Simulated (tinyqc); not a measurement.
Classical nucleation, growth and JMAK kinetics of crystallisation from a melt or glass: one step, computed by the program tinyqc.

A spherical nucleus with a sharp interface of isotropic energy gamma; lambda = Omega^(1/3) is the jump distance.

Question. Steady nucleation rate. Driving force per volume: dG = H [(T_m - T)/T_m] [2 T/(T_m + T)]. Shape factor f = 1. W(r) = f [4 pi r^2 gamma - (4/3) pi r^3 dG]; r* = 2 gamma/dG; W* = f 16 pi gamma^3/(3 dG^2); n* = f (4/3) pi r*^3/Omega. D = D0 exp(-Q/(k_B T)); attachment rate k+ = (A*/lambda^2) D/lambda^2 with A* = 4 pi r*^2; Zeldovich factor Z = sqrt(W*/(3 pi k_B T))/n*; sites per volume N = 1/Omega; I = N Z k+ exp(-W*/(k_B T)); lag time = 1/(4 pi Z^2 k+).

Inputs (values chosen for the exercise, for a model substance):
```
quantity,value,unit
melting point T_m,1030,K
heat of melting per volume H,2910,J/cm^3
interface energy gamma,0.264,J/m^2
atomic volume Omega,12.3,angstrom^3
temperature T,806,K
diffusion prefactor D0,2e-07,m^2/s
activation energy Q,0.87,eV
```

Nucleation: homogeneous. Driving force: Thompson-Spaepen.

Constants: k_B = 8.617333262e-05 eV/K; k_B = 1.380649e-23 J/K.

Give: diffusivity D; attachment rate k+; Zeldovich factor Z; sites N; nucleation rate I; lag time.

Answer.

diffusivity D = 7.262e-13 m^2/s

attachment rate k+ = 2.902e+09 1/s

Zeldovich factor Z = 0.01056

sites N = 8.130e+28 1/m^3

nucleation rate I = 0.002668 1/(m^3 s)

lag time = 2.459e-07 s
